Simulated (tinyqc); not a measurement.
MP2 on RHF in the sto-3g basis, for H6, spin multiplicity 1, step by step. Computed by tinyqc, a small Python program that keeps every step (integrals from PySCF). Settings: charge = 0, multiplicity = 1, basis = sto-3g, method = RHF, energy threshold = 1e-10, iteration cap = 56, orthogonalisation = symmetric, start = Wolfsberg-Helmholz matrix, DIIS depth = 6. Command: `OMP_NUM_THREADS=1 python tinyqc.py 29174 29175 out.jsonl` (the two numbers bound the seeds that draw the settings). One thread of a shared host (Intel(R) Xeon(R) Processor @ 2.60GHz), about 0.08 s of CPU time with the checks. The early iterations of the SCF are left out here.

## One-electron integrals

Geometry (angstrom):
```
atom        x        y        z
H     0.00000  0.00000  0.00000
H     0.00000  0.00000  0.73700
H     0.00000  0.00000  1.95300
H     0.00000  0.00000  2.69000
H     0.00000  0.00000  3.90600
H     0.00000  0.00000  4.64300
```

Basis sto-3g: exponents (1/bohr^2) and contraction coefficients of normalised primitives:
```
element  l (shell)  exponent  coefficient
H            s (1)   3.42525      0.15433
H            s (1)   0.62391      0.53533
H            s (1)   0.16886      0.44463
```

Overlap, kinetic and nuclear-attraction integrals over the contracted functions; the nuclear repulsion is the sum of Za Zb / Rab.

nuclear repulsion = 5.0535822 hartree

overlap S, lower triangle:
```
         1H 1s    2H 1s    3H 1s    4H 1s    5H 1s    6H 1s
1H 1s  1.00000
2H 1s  0.66184  1.00000
3H 1s  0.12871  0.37905  1.00000
4H 1s  0.03437  0.12871  0.66184  1.00000
5H 1s  0.00225  0.01270  0.12871  0.37905  1.00000
6H 1s  0.00031  0.00225  0.03437  0.12871  0.66184  1.00000
```

kinetic energy T (hartree), lower triangle:
```
          1H 1s     2H 1s     3H 1s     4H 1s    5H 1s    6H 1s
1H 1s   0.76003
2H 1s   0.23875   0.76003
3H 1s  -0.00947   0.04939   0.76003
4H 1s  -0.00929  -0.00947   0.23875   0.76003
5H 1s  -0.00144  -0.00526  -0.00947   0.04939  0.76003
6H 1s  -0.00028  -0.00144  -0.00929  -0.00947  0.23875  0.76003
```

nuclear attraction V (hartree), lower triangle:
```
          1H 1s     2H 1s     3H 1s     4H 1s     5H 1s     6H 1s
1H 1s  -2.59994
2H 1s  -1.75714  -2.88572
3H 1s  -0.31993  -0.99656  -3.05080
4H 1s  -0.08461  -0.33334  -1.95007  -3.05080
5H 1s  -0.00535  -0.03097  -0.33334  -0.99656  -2.88572
6H 1s  -0.00074  -0.00535  -0.08461  -0.31993  -1.75714  -2.59994
```

core Hamiltonian H = T + V (hartree), lower triangle:
```
          1H 1s     2H 1s     3H 1s     4H 1s     5H 1s     6H 1s
1H 1s  -1.83991
2H 1s  -1.51838  -2.12569
3H 1s  -0.32940  -0.94718  -2.29077
4H 1s  -0.09390  -0.34282  -1.71132  -2.29077
5H 1s  -0.00679  -0.03623  -0.34282  -0.94718  -2.12569
6H 1s  -0.00102  -0.00679  -0.09390  -0.32940  -1.51838  -1.83991
```

## Two-electron integrals

Functions are numbered as in S; the eight-fold symmetry (ij|kl) = (ji|kl) = (kl|ij) leaves the list below.

Two-electron integrals (ij|kl) in chemists' order, unique and non-zero (hartree):
```
(11|11) 0.77461    (21|11) 0.44630    (21|21) 0.29958    (22|11) 0.57112
(22|21) 0.44630    (22|22) 0.77461    (31|11) 0.06104    (31|21) 0.04517
(31|22) 0.07573    (31|31) 0.00861    (32|11) 0.14600    (32|21) 0.11900
(32|22) 0.22100    (32|31) 0.02629    (32|32) 0.08718    (33|11) 0.26987
(33|21) 0.21903    (33|22) 0.41349    (33|31) 0.06104    (33|32) 0.22100
(33|33) 0.77461    (41|11) 0.01342    (41|21) 0.01026    (41|22) 0.01776
(41|31) 0.00214    (41|32) 0.00680    (41|33) 0.01776    (41|41) 0.00056
(42|11) 0.04097    (42|21) 0.03308    (42|22) 0.06104    (42|31) 0.00777
(42|32) 0.02629    (42|33) 0.07573    (42|41) 0.00214    (42|42) 0.00861
(43|11) 0.15142    (43|21) 0.11954    (43|22) 0.21903    (43|31) 0.03308
(43|32) 0.11900    (43|33) 0.44630    (43|41) 0.01026    (43|42) 0.04517
(43|43) 0.29958    (44|11) 0.19668    (44|21) 0.15142    (44|22) 0.26987
(44|31) 0.04097    (44|32) 0.14600    (44|33) 0.57112    (44|41) 0.01342
(44|42) 0.06104    (44|43) 0.44630    (44|44) 0.77461    (51|11) 0.00062
(51|21) 0.00049    (51|22) 0.00089    (51|31) 0.00012    (51|32) 0.00040
(51|33) 0.00122    (51|41) 3.36e-05   (51|42) 0.00014    (51|43) 0.00076
(51|44) 0.00107    (51|51) 2.28e-06   (52|11) 0.00301    (52|21) 0.00238
(52|22) 0.00434    (52|31) 0.00060    (52|32) 0.00208    (52|33) 0.00671
(52|41) 0.00018    (52|42) 0.00075    (52|43) 0.00444    (52|44) 0.00671
(52|51) 1.27e-05   (52|52) 0.00007    (53|11) 0.02372    (53|21) 0.01813
(53|22) 0.03205    (53|31) 0.00476    (53|32) 0.01666    (53|33) 0.06104
(53|41) 0.00150    (53|42) 0.00662    (53|43) 0.04517    (53|44) 0.07573
(53|51) 0.00012    (53|52) 0.00075    (53|53) 0.00861    (54|11) 0.06123
(54|21) 0.04584    (54|22) 0.07915    (54|31) 0.01160    (54|32) 0.03994
(54|33) 0.14600    (54|41) 0.00372    (54|42) 0.01666    (54|43) 0.11900
(54|44) 0.22100    (54|51) 0.00031    (54|52) 0.00208    (54|53) 0.02629
(54|54) 0.08718    (55|11) 0.13548    (55|21) 0.09922    (55|22) 0.16698
(55|31) 0.02372    (55|32) 0.07915    (55|33) 0.26987    (55|41) 0.00736
(55|42) 0.03205    (55|43) 0.21903    (55|44) 0.41349    (55|51) 0.00062
(55|52) 0.00434    (55|53) 0.06104    (55|54) 0.22100    (55|55) 0.77461
(61|11) 0.00007    (61|21) 0.00006    (61|22) 0.00010    (61|31) 1.43e-05
(61|32) 4.94e-05   (61|33) 0.00016    (61|41) 4.25e-06   (61|42) 1.80e-05
(61|43) 0.00011    (61|44) 0.00016    (61|51) 3.09e-07   (61|52) 1.79e-06
(61|53) 1.80e-05   (61|54) 4.94e-05   (61|55) 0.00010    (61|61) 4.39e-08
(62|11) 0.00045    (62|21) 0.00035    (62|22) 0.00062    (62|31) 0.00009
(62|32) 0.00031    (62|33) 0.00107    (62|41) 2.75e-05   (62|42) 0.00012
(62|43) 0.00076    (62|44) 0.00122    (62|51) 2.09e-06   (62|52) 1.27e-05
(62|53) 0.00014    (62|54) 0.00040    (62|55) 0.00089    (62|61) 3.09e-07
(62|62) 2.28e-06   (63|11) 0.00564    (63|21) 0.00424    (63|22) 0.00736
(63|31) 0.00108    (63|32) 0.00372    (63|33) 0.01342    (63|41) 0.00034
(63|42) 0.00150    (63|43) 0.01026    (63|44) 0.01776    (63|51) 2.75e-05
(63|52) 0.00018    (63|53) 0.00214    (63|54) 0.00680    (63|55) 0.01776
(63|61) 4.25e-06   (63|62) 3.36e-05   (63|63) 0.00056    (64|11) 0.01881
(64|21) 0.01392    (64|22) 0.02372    (64|31) 0.00342    (64|32) 0.01160
(64|33) 0.04097    (64|41) 0.00108    (64|42) 0.00476    (64|43) 0.03308
(64|44) 0.06104    (64|51) 0.00009    (64|52) 0.00060    (64|53) 0.00777
(64|54) 0.02629    (64|55) 0.07573    (64|61) 1.43e-05   (64|62) 0.00012
(64|63) 0.00214    (64|64) 0.00861    (65|11) 0.08205    (65|21) 0.05955
(65|22) 0.09922    (65|31) 0.01392    (65|32) 0.04584    (65|33) 0.15142
(65|41) 0.00424    (65|42) 0.01813    (65|43) 0.11954    (65|44) 0.21903
(65|51) 0.00035    (65|52) 0.00238    (65|53) 0.03308    (65|54) 0.11900
(65|55) 0.44630    (65|61) 0.00006    (65|62) 0.00049    (65|63) 0.01026
(65|64) 0.04517    (65|65) 0.29958    (66|11) 0.11397    (66|21) 0.08205
(66|22) 0.13548    (66|31) 0.01881    (66|32) 0.06123    (66|33) 0.19668
(66|41) 0.00564    (66|42) 0.02372    (66|43) 0.15142    (66|44) 0.26987
(66|51) 0.00045    (66|52) 0.00301    (66|53) 0.04097    (66|54) 0.14600
(66|55) 0.57112    (66|61) 0.00007    (66|62) 0.00062    (66|63) 0.01342
(66|64) 0.06104    (66|65) 0.44630    (66|66) 0.77461
```

## Orthogonalisation

S = U s U^T; symmetric (Loewdin) form X = U s^(-1/2) U^T, so that X^T S X = 1.

eigenvalues of S: 0.20270  0.29394  0.42552  1.22299  1.69694  2.15792

X, lower triangle:
```
          1H 1s     2H 1s     3H 1s     4H 1s     5H 1s    6H 1s
1H 1s   1.25912
2H 1s  -0.50377   1.35192
3H 1s   0.07351  -0.30217   1.36458
4H 1s  -0.02128   0.07696  -0.53758   1.36458
5H 1s   0.00265  -0.00774   0.07696  -0.30217   1.35192
6H 1s  -0.00083   0.00265  -0.02128   0.07351  -0.50377  1.25912
```

## Iteration 6 (converged): orbitals

converged F (hartree), lower triangle:
```
          1H 1s     2H 1s     3H 1s     4H 1s     5H 1s     6H 1s
1H 1s  -0.37095
2H 1s  -0.60342  -0.41994
3H 1s  -0.15591  -0.31595  -0.42685
4H 1s  -0.03652  -0.15618  -0.61417  -0.42685
5H 1s  -0.00185  -0.01939  -0.15618  -0.31595  -0.41994
6H 1s  -0.00300  -0.00185  -0.03652  -0.15591  -0.60342  -0.37095
```

Diagonalise F' = X^T F X, C = X C', fill 3 alpha and 3 beta electrons from the bottom; D = 2 C_occ C_occ^T. Each column has its largest component positive (the first on a tie).

F' = X^T F X (hartree), lower triangle:
```
          1         2         3         4         5        6
1   0.06343
2  -0.66407   0.12836
3   0.08515  -0.33089   0.14285
4  -0.01646   0.08998  -0.70465   0.14285
5   0.00544  -0.01103   0.08998  -0.33089   0.12836
6  -0.00593   0.00544  -0.01646   0.08515  -0.66407  0.06343
```

orbital energies (hartree): MO1 -0.70120, MO2 -0.60072, MO3 -0.46928, MO4 0.45415, MO5 0.78351, MO6 1.20281

coefficients C:
```
           MO1       MO2       MO3       MO4       MO5       MO6
1H 1s  0.19429   0.36719  -0.37700  -0.66885  -0.85947   0.58675
2H 1s  0.25448   0.39497  -0.29174   0.48352   0.95103  -0.85712
3H 1s  0.35985   0.06848   0.42856   0.70298  -0.23566   1.17754
4H 1s  0.35985  -0.06848   0.42856  -0.70298  -0.23566  -1.17754
5H 1s  0.25448  -0.39497  -0.29174  -0.48352   0.95103   0.85712
6H 1s  0.19429  -0.36719  -0.37700   0.66885  -0.85947  -0.58675
```

D after iteration 6, lower triangle:
```
          1H 1s     2H 1s     3H 1s     4H 1s    5H 1s    6H 1s
1H 1s   0.62941
2H 1s   0.60892   0.61175
3H 1s  -0.13301  -0.01282   0.63569
4H 1s  -0.23359  -0.12101   0.61693   0.63569
5H 1s   0.02880  -0.01226  -0.12101  -0.01282  0.61175
6H 1s   0.09010   0.02880  -0.23359  -0.13301  0.60892  0.62941
```

## Convergence

Stop when the energy changes by less than 1e-10 hartree and every element of the error matrix X^T (F D S - S D F) X is below 3e-06.

Course of the cycle:
```
iteration  E (hartree)     change  largest element of the error matrix
1           -3.2861999          -                             6.92e-02
2           -3.2980010  -1.18e-02                             1.42e-02
3           -3.2984707  -4.70e-04                             1.72e-03
4           -3.2984769  -6.26e-06                             1.85e-05
5           -3.2984769  -4.87e-10                             7.44e-07
6           -3.2984769  -1.11e-12                             1.66e-07
```

PySCF RHF in the same basis = -3.2984769 hartree

Converged in 6 iterations.

## Integrals over molecular orbitals

(pq|rs) = sum C_ip C_jq C_kr C_ls (ij|kl), one index at a time.

one-electron integrals over orbitals h = C^T H C (hartree), lower triangle:
```
          1         2         3         4         5         6
1  -2.34798
2   0.00000  -2.11920
3  -0.14430   0.00000  -2.11368
4   0.00000  -0.16436   0.00000  -1.61838
5  -0.07695   0.00000   0.15157   0.00000  -1.27489
6   0.00000   0.06595   0.00000  -0.15816   0.00000  -1.11330
```

Two-electron integrals over orbitals (pq|rs), unique and non-zero (hartree):
```
(11|11) 0.42702    (21|21) 0.13063    (22|11) 0.33897    (22|22) 0.40365
(31|11) 0.08374    (31|22) -0.05824   (31|31) 0.13317    (32|21) -0.12915
(32|32) 0.14763    (33|11) 0.40281    (33|22) 0.35757    (33|31) 0.04790
(33|33) 0.40441    (41|21) 0.03489    (41|32) 0.00201    (41|41) 0.07937
(42|11) 0.05497    (42|22) -0.00339   (42|31) 0.04872    (42|33) 0.01665
(42|42) 0.06855    (43|21) 0.05961    (43|32) -0.05940   (43|41) 0.01491
(43|43) 0.07200    (44|11) 0.39930    (44|22) 0.35657    (44|31) 0.04201
(44|33) 0.39036    (44|42) 0.02579    (44|44) 0.40534    (51|11) 0.00850
(51|22) 0.02622    (51|31) -0.02218   (51|33) -0.00874   (51|42) 0.03868
(51|44) 0.00217    (51|51) 0.04707    (52|21) 0.02053    (52|32) 0.00430
(52|41) 0.05499    (52|43) -0.03707   (52|52) 0.08636    (53|11) -0.06485
(53|22) -0.00343   (53|31) -0.05401   (53|33) -0.03289   (53|42) -0.06489
(53|44) -0.02740   (53|51) -0.03283   (53|53) 0.07020    (54|21) 0.12962
(54|32) -0.14093   (54|41) 0.00798    (54|43) 0.06101    (54|52) -0.00119
(54|54) 0.15246    (55|11) 0.35473    (55|22) 0.40655    (55|31) -0.04618
(55|33) 0.36973    (55|42) 0.00256    (55|44) 0.37924    (55|51) 0.02672
(55|53) -0.00727   (55|55) 0.43232    (61|21) 0.00201    (61|32) 0.01270
(61|41) 0.02871    (61|43) 0.04924    (61|52) -0.02948   (61|54) -0.00939
(61|61) 0.06481    (62|11) -0.01556   (62|22) -0.03248   (62|31) 0.01938
(62|33) -0.00415   (62|42) -0.03504   (62|44) -0.00235   (62|51) -0.04259
(62|53) 0.03689    (62|55) -0.03169   (62|62) 0.04480    (63|21) 0.03980
(63|32) -0.00796   (63|41) 0.07603    (63|43) 0.01843    (63|52) 0.05464
(63|54) 0.00798    (63|61) 0.02904    (63|63) 0.08235    (64|11) 0.08536
(64|22) -0.04955   (64|31) 0.12619    (64|33) 0.04932    (64|42) 0.05053
(64|44) 0.04757    (64|51) -0.01862   (64|53) -0.05417   (64|55) -0.04921
(64|62) 0.01820    (64|64) 0.13563    (65|21) -0.13221   (65|32) 0.13224
(65|41) -0.03619   (65|43) -0.06280   (65|52) -0.02164   (65|54) -0.13907
(65|61) -0.00339   (65|63) -0.04461   (65|65) 0.14834    (66|11) 0.45782
(66|22) 0.36176    (66|31) 0.09289    (66|33) 0.43445    (66|42) 0.06224
(66|44) 0.43877    (66|51) 0.00983    (66|53) -0.07481   (66|55) 0.38979
(66|62) -0.01850   (66|64) 0.10177    (66|66) 0.51980
```

## Second-order Moller-Plesset energy

Hartree-Fock energy = -3.2984769 hartree

E2 = sum_ijab (ia|jb) [2 (ia|jb) - (ib|ja)] / (e_i + e_j - e_a - e_b) over occupied i, j and virtual a, b; the opposite-spin part is (ia|jb)^2 / denominator, the rest is same-spin, and SCS-MP2 scales them by 6/5 and 1/3.

Terms (the 40 largest of 41):
```
i  j  a  b   (ia|jb)   (ib|ja)  denominator      term
3  3  4  4   0.07200   0.07200     -1.84687  -0.00281
3  1  6  4   0.07603   0.04924     -2.82744  -0.00276
1  3  4  6   0.07603   0.04924     -2.82744  -0.00276
1  1  4  4   0.07937   0.07937     -2.31069  -0.00273
2  2  5  5   0.08636   0.08636     -2.76846  -0.00269
3  2  5  4  -0.06489  -0.03707     -2.30766  -0.00261
2  3  4  5  -0.06489  -0.03707     -2.30766  -0.00261
2  2  4  4   0.06855   0.06855     -2.10973  -0.00223
3  3  6  6   0.08235   0.08235     -3.34419  -0.00203
3  3  5  5   0.07020   0.07020     -2.50560  -0.00197
1  2  4  5   0.05499   0.03868     -2.53957  -0.00154
2  1  5  4   0.05499   0.03868     -2.53957  -0.00154
3  2  6  5   0.05464   0.03689     -3.05633  -0.00129
2  3  5  6   0.05464   0.03689     -3.05633  -0.00129
1  1  6  6   0.06481   0.06481     -3.80802  -0.00110
1  1  5  5   0.04707   0.04707     -2.96942  -0.00075
2  1  6  5  -0.04259  -0.02948     -3.28824  -0.00072
1  2  5  6  -0.04259  -0.02948     -3.28824  -0.00072
2  2  6  6   0.04480   0.04480     -3.60706  -0.00056
2  2  4  6  -0.03504  -0.03504     -2.85839  -0.00043
2  2  6  4  -0.03504  -0.03504     -2.85839  -0.00043
3  1  5  5  -0.03283  -0.03283     -2.73751  -0.00039
1  3  5  5  -0.03283  -0.03283     -2.73751  -0.00039
1  3  6  4   0.04924   0.07603     -2.82744  -0.00039
3  1  4  6   0.04924   0.07603     -2.82744  -0.00039
2  1  4  5   0.03868   0.05499     -2.53957  -0.00034
1  2  5  4   0.03868   0.05499     -2.53957  -0.00034
1  1  4  6   0.02871   0.02871     -3.05935  -0.00027
1  1  6  4   0.02871   0.02871     -3.05935  -0.00027
1  3  6  6   0.02904   0.02904     -3.57611  -0.00024
3  1  6  6   0.02904   0.02904     -3.57611  -0.00024
3  2  5  6   0.03689   0.05464     -3.05633  -0.00023
2  3  6  5   0.03689   0.05464     -3.05633  -0.00023
3  2  4  5  -0.03707  -0.06489     -2.30766  -0.00015
2  3  5  4  -0.03707  -0.06489     -2.30766  -0.00015
1  2  6  5  -0.02948  -0.04259     -3.28824  -0.00015
2  1  5  6  -0.02948  -0.04259     -3.28824  -0.00015
3  3  4  6   0.01843   0.01843     -2.59553  -0.00013
3  3  6  4   0.01843   0.01843     -2.59553  -0.00013
1  3  4  4   0.01491   0.01491     -2.07878  -0.00011
```

Pair energies (hartree; pair i-j sums ij and ji):
```
pair  opposite spin  same spin
1-1        -0.00511          0
2-1        -0.00519   -0.00031
2-2        -0.00634          0
3-1        -0.00728   -0.00051
3-2        -0.00768   -0.00088
3-3        -0.00706          0
```

MP2 correlation energy = -0.0403650 hartree

SCS-MP2 correlation energy = -0.0469660 hartree

MP2 total energy = -3.3388419 hartree
